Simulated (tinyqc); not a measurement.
# Gas flow in a process chamber: flow regimes, conductance, effective pumping speed, pump-down, outgassing and purge, step by step

A worked calculation. Computed by tinyqc, a small Python program that keeps every step. Command: `OMP_NUM_THREADS=1 python tinyqc.py 3120361 3120362 out.jsonl pump walk`. One thread of a shared host (Intel(R) Xeon(R) Processor @ 2.30GHz), about 0.1 s of CPU time with the checks. Intermediate numbers are printed to about 7 digits and carried at full precision; extremes and crossings named in words are read from the listed rows.

Ideal gas, isothermal flow, a pump of constant speed at the end of a round pipe; process gas, volume gas and outgassing are given the same properties. 1 sccm = 101325 Pa x 1e-6 m^3/60 s x T/273.15 K.

Inputs (values chosen for the exercise, modelled on nitrogen near room temperature):

| quantity | value | unit |
|---|---|---|
| molar mass M | 28.01 | g/mol |
| molecular diameter | 0.37 | nm |
| viscosity eta | 17.8 | micropascal s |
| temperature T | 350 | K |
| chamber volume V | 6 | L |
| wall area | 3.3 | m^2 |
| pipe diameter d | 4 | cm |
| pipe length l | 400 | cm |
| pump speed S | 6.9 | L/s |
| process gas flow | 1500 | sccm |
| outgassing rate after 1 h | 1.8e-05 | Pa m^3/(s m^2) |
| outgassing exponent n | 0.97 | - |
| starting pressure p0 | 2000 | Pa |
| target base pressure | 7e-06 | Pa |

Constants: k_B = 1.380649e-23 J/K; u = 1.6605390666e-27 kg.

## Molecular flow

Mean speed c = sqrt(8 k_B T/(pi m)); aperture conductance C_a = c pi d^2/16; molecular pipe C_m = C_a/(1 + 3 l/(4 d)) (Dushman form); viscous pipe C_v = pi d^4 p_mean/(128 eta l); Knudsen interpolation C = C_v + C_m (1 + x)/(1 + 1.24 x), x = d p_mean sqrt(m/(k_B T))/eta. Effective speed 1/S_eff = 1/S + 1/C_m; time constant V/S_eff; pressure at which the free path k_B T/(sqrt2 pi d_m^2 p) equals d.

mean speed c = 514.3570 m/s

C_a = 161.5900 L/s

C_m = 2.126184 L/s

S_eff in molecular flow = 1.625346 L/s

time constant = 3.691522 s

pressure where the free path equals d = 0.1986200 Pa

The pipe passes on 24 % of the pump speed; a larger pump would gain little, since S_eff cannot exceed C_m.

## Process pressure

Steady flow: the pump inlet is at p_2 = Q/S, and the chamber pressure p_1 solves Q = C((p_1 + p_2)/2) (p_1 - p_2). Residence time = p_1 V/Q. Knudsen number = free path at the mean pressure over d.

throughput Q = 3245.813 Pa L/s

p_2 = 470.4076 Pa

chamber pressure p_1 = 478.1313 Pa

conductance C = 420.2433 L/s

residence time = 0.8838427 s

Knudsen number = 4.187915e-04

The flow in the pipe is viscous.

## Purging a well-mixed chamber

With steady flow a contaminant decays as exp(-t/residence time); gas used = flow x time.

time to dilute 1e3 times = 6.105369 s

time to dilute 1e6 times = 12.21074 s

gas used for 1e6 = 305.2684 standard cm^3

## Pump-down curve

Pump-down: V dp/dt = -S_eff(p) p + q(t) A, with S_eff = S p_2/p, where p_2 solves C((p + p_2)/2) (p - p_2) = S p_2 at each moment, and q(t) = q_1 (1 h/(t + 10 s))^n; integrated adaptively. At long times p = q(t) A/S_eff. S_eff(p) is tabulated at 260 pressures and interpolated in ln p. Comparison columns: p0 exp(-t/time constant) with the molecular S_eff (0 below 1e-26 p0), and the outgassing limit.

Pressure against time:

| t (s) | p (Pa) | S_eff (L/s) | volume gas only (Pa) | outgassing limit (Pa) |
|---|---|---|---|---|
| 0.3 | 1.419463e+03 | 6.862104 | 1.843894e+03 | 1.071524e+01 |
| 1 | 6.402699e+02 | 6.816387 | 1.525399e+03 | 1.005317e+01 |
| 3 | 7.282246e+01 | 6.216316 | 8.873412e+02 | 8.549270e+00 |
| 10 | 4.190300e+00 | 2.645382 | 1.332188e+02 | 5.629308e+00 |
| 30 | 2.316902e+00 | 2.131237 | 5.910664e-01 | 2.873796e+00 |
| 100 | 1.027061e+00 | 1.750813 | 3.438620e-09 | 1.077217e+00 |
| 300 | 4.077207e-01 | 1.589913 | 0 | 3.943059e-01 |
| 1000 | 1.304899e-01 | 1.567674 | 0 | 1.253898e-01 |
| 3600 | 3.712616e-02 | 1.597287 | 0 | 3.644786e-02 |
| 20000 | 6.950842e-03 | 1.618941 | 0 | 6.922204e-03 |
| 100000 | 1.454788e-03 | 1.623953 | 0 | 1.453490e-03 |

From t = 10 s on the pressure is within 20 % of the outgassing limit, which falls only as (t + 10 s)^-0.97: walls, not volume, set the time to base pressure. Early on viscous flow raises S_eff to 6.86 L/s, 4.2 times its molecular value.

## Time to base pressure

From the outgassing limit: t = 1 h x (q_1 A/(S_eff p_target))^(1/n) - 10 s; monolayer time at the target = 1e19 m^-2 x 4 k_B T/(p c) for unit sticking.

time to the target = 6803.371 h

monolayer time = 53.68447 s

Caution: beyond some 100 h the power law gives way to slower sources such as permeation and bulk diffusion; baking is the usual remedy.

Checks made by the program: throughput from C and the pressure drop (relative difference 7e-10).
